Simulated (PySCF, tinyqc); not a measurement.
Worked calculation: CID on RHF in the sto-3g basis, for H3+, spin multiplicity 1. The lowest restricted solution is unstable here: a spin-polarised one lies 0.0377 hartree lower (PySCF). One step of it, computed by the program tinyqc.

Question. CID: determinants and Hamiltonian. Slater-Condon rules over spin orbitals, with the nuclear repulsion added and E(HF) subtracted on the diagonal. Only determinants linked to the reference directly or through others are kept (one block of an abelian symmetry group), so some states are absent.

one-electron integrals over orbitals h = C^T H C (hartree):
```
,1,2,3
1,-1.197480,0.000000,-0.083296
2,0.000000,-0.978923,0.000000
3,-0.083296,0.000000,-0.856362
```

Two-electron integrals over orbitals (pq|rs), unique and non-zero (hartree):
```
p,q,r,s,(pq|rs)
1,1,1,1,0.477628
2,1,2,1,0.152715
2,2,1,1,0.401371
2,2,2,2,0.479712
3,1,1,1,0.083296
3,1,2,2,-0.071503
3,1,3,1,0.157289
3,2,2,1,-0.152708
3,2,3,2,0.162517
3,3,1,1,0.489470
3,3,2,2,0.422017
3,3,3,1,0.080267
3,3,3,3,0.516490
```

nuclear repulsion = 0.88020161 hartree

Hartree-Fock energy = -1.03713074 hartree

Give: determinants; H - E(HF) between determinants.

Answer.

Occupation strings over the orbitals (2 doubly, a alpha, b beta, 0 empty; spin orbitals ordered 1a 1b 2a 2b ...): 200 020 002

H - E(HF) between determinants (hartree):
```
,200,020,002
200,0.0000,0.1527,0.1573
020,0.1527,0.4392,0.1625
002,0.1573,0.1625,0.7211
```
